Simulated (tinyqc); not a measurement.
Worked calculation: two-mode optical phonons of a ternary alloy from two coupled oscillators. Computed by tinyqc, a small Python program that keeps every step. Command: `OMP_NUM_THREADS=1 python tinyqc.py 3012406 3012407 out.jsonl twomode walk`. One thread of a shared host (Intel(R) Xeon(R) Processor @ 2.30GHz), about 0.01 s of CPU time with the checks. Intermediate numbers are printed to about 7 digits and carried at full precision; extremes and crossings named in words are read from the listed rows.

An alloy A(x)B(1-x)C has an A-C and a B-C bond oscillator. Each TO frequency moves linearly from the impurity mode (dilute end) to the TO of the pure crystal; each strength is proportional to the number of bonds.

Inputs (values chosen for the exercise, for a model alloy):

| quantity | value | unit |
|---|---|---|
| omega_TO of pure AC | 825 | 1/cm |
| omega_LO of pure AC | 892 | 1/cm |
| omega_TO of pure BC | 452 | 1/cm |
| omega_LO of pure BC | 532 | 1/cm |
| eps_inf of AC | 9.5 | - |
| eps_inf of BC | 10.5 | - |
| impurity mode of A in BC | 827 | 1/cm |
| impurity mode of B in AC | 409 | 1/cm |
| fraction x of A | 0.55 | - |
| damping gamma | 3.7 | 1/cm |
| electron mass m* | 0.056 | m_0 |

Constants: e^2/(4 pi eps_0) = 14.39964548 eV angstrom; hbar^2/(2 m_0) = 3.80998212 eV angstrom^2; 1 THz = 33.35640952 1/cm; h x 1 THz = 4.135667696 meV.

## The two oscillators

omega_1 = (impurity mode of A) + x (omega_TO,AC - impurity mode of A); omega_2 = (impurity mode of B) + (1 - x)(omega_TO,BC - impurity mode of B); eps_inf = x eps_AC + (1 - x) eps_BC; strengths W_1 = x eps_AC (omega_LO,AC^2 - omega_TO,AC^2), W_2 = (1 - x) eps_BC (omega_LO,BC^2 - omega_TO,BC^2).

omega_1 (A-C, TO) = 825.9 1/cm

omega_2 (B-C, TO) = 428.35 1/cm

eps_inf = 9.95

W_1 = 601078.8 1/cm^2

W_2 = 371952 1/cm^2

## LO modes, coupled by the field

eps(omega) = eps_inf + W_1/(omega_1^2 - omega^2) + W_2/(omega_2^2 - omega^2) = 0 is the eigenproblem of the matrix [[omega_1^2 + W_1/eps_inf, sqrt(W_1 W_2)/eps_inf], [sqrt(W_1 W_2)/eps_inf, omega_2^2 + W_2/eps_inf]] for omega_LO^2. Uncoupled values keep the diagonal alone. eps_s = eps_inf + W_1/omega_1^2 + W_2/omega_2^2.

matrix (1/cm^2):
```
          1         2
1  742520.7   47521.1
2   47521.1  220865.8
```

lower LO mode = 465.3731 1/cm

upper LO mode = 864.1842 1/cm

uncoupled values (1/cm): 469.9637  861.6964

eps_s = 12.85837

The field pushes the upper mode up by 2.49 and the lower one down by 4.59 per cm; the lower LO stays between the two TO modes.

## Share of the polar coupling

The polar coupling of mode j is c_j = (u_j . sqrt(W))^2/(eps_inf^2 omega_j^2), u_j its eigenvector and omega_j here its LO frequency; the c_j add up to 1/eps_inf - 1/eps_s. Froehlich constant alpha_j = (e^2/(4 pi eps_0)) c_j k_j/(2 E_j), E_j = h c omega_j, k_j = sqrt(m* E_j/(hbar^2/(2 m_0))).

c_j, lower and upper mode: 0.01348131  0.009250852

share of the upper mode = 0.4069500

alpha_j, lower and upper mode: 0.04898944  0.02466890

The upper mode holds 41 % of the coupling, against 30 % of the ionic part of eps_s for the upper oscillator: the field moves strength to the higher mode.

## Reflectivity

With damping, each denominator is omega_j^2 - omega^2 - i gamma omega; R = |(sqrt(eps) - 1)/(sqrt(eps) + 1)|^2.

Spectrum:

| omega (1/cm) | Re eps | Im eps | R |
|---|---|---|---|
| 403 | 28.66786 | 1.245832 | 0.4698301 |
| 428 | 54.07181 | 226.7586 | 0.8142753 |
| 447 | -11.35609 | 2.289032 | 0.8980612 |
| 465 | -0.08888823 | 0.6000877 | 0.2244634 |
| 475 | 2.455747 | 0.3725312 | 0.05141520 |
| 776 | 16.57160 | 0.2758427 | 0.3667768 |
| 826 | -1.395160 | 196.1069 | 0.8179900 |
| 845 | -9.406233 | 1.831701 | 0.8936329 |
| 864 | -0.02333525 | 0.4661380 | 0.2180011 |
| 881 | 2.939065 | 0.2246939 | 0.06998361 |
| 951 | 6.730720 | 0.04531035 | 0.1967639 |

## Modes across the composition range

The formulas are those given above.

Frequencies (1/cm):

| x | TO, A-C | TO, B-C | lower LO | upper LO | coupling share of the upper LO | eps_s |
|---|---|---|---|---|---|---|
| 0.02 | 826.96 | 451.14 | 529.5494 | 828.4600 | 0.0155444 | 14.49191 |
| 0.10 | 826.80 | 447.70 | 519.7994 | 834.1941 | 0.0757227 | 14.27131 |
| 0.20 | 826.60 | 443.40 | 507.6936 | 841.1527 | 0.1479323 | 13.98325 |
| 0.35 | 826.30 | 436.95 | 489.6003 | 851.2380 | 0.2546844 | 13.52422 |
| 0.50 | 826.00 | 430.50 | 471.4554 | 860.9922 | 0.3667338 | 13.03087 |
| 0.65 | 825.70 | 424.05 | 453.1306 | 870.4941 | 0.4946941 | 12.50075 |
| 0.80 | 825.40 | 417.60 | 434.5063 | 879.8041 | 0.6566510 | 11.93125 |
| 0.90 | 825.20 | 413.30 | 421.8647 | 885.9281 | 0.8008555 | 11.52830 |
| 0.98 | 825.04 | 409.86 | 411.5927 | 890.7893 | 0.9539238 | 11.19183 |

The upper LO moves from 828.5 to 890.8 and the lower from 529.5 to 411.6 per cm. At each dilute end one LO-TO pair closes onto an impurity mode. The upper LO shifts by +0.64 per cm for each per cent of x near the middle, which is how Raman spectra measure composition. Its share of the polar coupling passes one half between x = 0.65 and 0.8.

Checks made by the program: generalised Lyddane-Sachs-Teller relation (relative difference below 1e-10); sum of the couplings (relative difference 1e-10).
